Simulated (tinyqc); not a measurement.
# Worked calculation: threshold-voltage variability of a planar MOSFET, analytic estimates

tinyqc, about 0.01 s, one thread, Intel Xeon 2.30GHz (shared host): `OMP_NUM_THREADS=1 python tinyqc.py 2090134 2090135 out.jsonl` Printed values are rounded.

Three independent sources add in quadrature: random dopants in the depleted layer, metal-gate grains of two orientations, and roughness of the two gate edges acting through the roll-off VT = VT(long) - Vr exp(-L/l). These are first-order estimates: no three-dimensional electrostatics, no percolation.

Inputs (values chosen for the exercise); material values close to those of silicon: temperature T = 350 K; band gap Eg = 1.13 eV; relative permittivity of the semiconductor eps_r = 11.5; conduction-band density of states at T Nc = 3.54e19 cm^-3; valence-band density of states at T Nv = 3.3e19 cm^-3; channel doping Na = 1e18 cm^-3; oxide-equivalent thickness in inversion ti = 1.4 nm; gate length L = 20 nm; gate width W = 21 nm; metal grain size G = 4 nm; work-function difference of the two grain orientations dW = 0.1 eV; share of the orientation of higher work function p = 0.5; rms roughness of one gate edge De = 1.2 nm; correlation length of the roughness La = 10 nm; decay length of the threshold roll-off l = 4.7 nm; prefactor of the roll-off Vr = 2.3 V; subthreshold factor n = 1.33; gm/I of a matched pair gI = 15 1/V; spread of the gain factor of one device sb = 2.9 %; number of cells Nb = 1048576; wanted yield Y = 0.99.

Constants: q = 1.602176634e-19 C, kB = 1.380649e-23 J/K, Vt = kB T/q, eps0 = 8.8541878128e-14 F/cm where lengths are in cm. Results are converted to the units shown.

Range of the model: The depletion depth exceeds L, so source and drain share much of the charge and the dopant estimate is rough. gI s exceeds 0.2, so the linear formula for the current mismatch is only a rough guide.

## Random dopants

ni = sqrt(Nc Nv) exp(-Eg/(2 Vt)), Eg in volts; Cox = 3.9 eps0/ti; Wd = sqrt(4 eps0 eps_r Vt ln(Na/ni)/(q Na)); dopants: s1 = (q/Cox) sqrt(Na Wd/(3 L W)). The slope A1 = s1 sqrt(L W); mean number of dopants Na L W Wd.

Cox = 2.466524 uF/cm^2
Wd = 34.13975 nm
mean number of dopants = 14.33869
A1 = 0.6929384 mV um
s1 = 33.81193 mV

Counting alone, 1/sqrt(N) of the depletion voltage q Na Wd/Cox = 222 mV, would give sqrt(3) times more: dopants deep in the layer act less on the surface.

## Metal grains and edge roughness

Grains: Ng = L W/G^2 (at least 1), s2 = dW sqrt(p (1 - p)/Ng). Edges, with exponential correlation and u = W/La: the mean gate length has sL^2 = 2 De^2 (2/u)[1 - (1 - exp(-u))/u]; s3 = sL (Vr/l) exp(-L/l).

Ng = 26.25
s2 = 9.759001 mV
sL = 1.263597 nm
dVT/dL = 6.943339 mV/nm
s3 = 8.773583 mV

## Total spread, mismatch and leakage

s = sqrt(s1^2 + s2^2 + s3^2). For a pair: s(dVT) = sqrt(2) s; current mismatch sqrt(2) sqrt((gI s)^2 + sb^2); input offset = current mismatch/gI. For a Gaussian VT the off current is log-normal with mean/median = exp(s^2/(2 (n Vt)^2)).

s = 36.26928 mV
s(dVT) = 51.29251 mV
current mismatch = 77.04799 %
input offset = 51.36533 mV
mean/median of Ioff = 1.504942

The dopants give 86.9 % of the variance; without them s would be 13.1 mV. A current mismatch this large is beyond the linear estimate.

## Iteration 1: margin in standard deviations for the wanted yield

k at the start = 3

Cells fail independently with probability Q(k) = erfc(k/sqrt(2))/2 when the margin is k standard deviations, and Y = exp(-Nb Q(k)). phi = exp(-k^2/2)/sqrt(2 pi). Newton steps on ln Q(k) = ln(-ln(Y)/Nb): k(new) = k + [ln Q - ln(-ln(Y)/Nb)] Q/phi.

Q(k) = 0.001349898
phi = 0.004431848
k after iteration 1 = 6.611030

## Iteration 2: margin in standard deviations for the wanted yield

As before.

Q(k) = 1.908280e-11
phi = 1.289244e-10
k after iteration 2 = 5.690501

## Course of the iteration: margin in standard deviations for the wanted yield

Stop when k changes by less than 1e-9, or after 30 iterations.

Course of the iteration:
```
iteration         k  |change|
1          6.611030      3.61
2          5.690501     0.921
3          5.619755    0.0707
4          5.619334   4.21e-4
5          5.619334   1.49e-8
6          5.619334   < 1e-12
```

Converged in 6 iterations. At the end the number of correct digits about doubles with each step. With s(dVT) = 51.3 mV, 5.62 standard deviations are 288 mV.
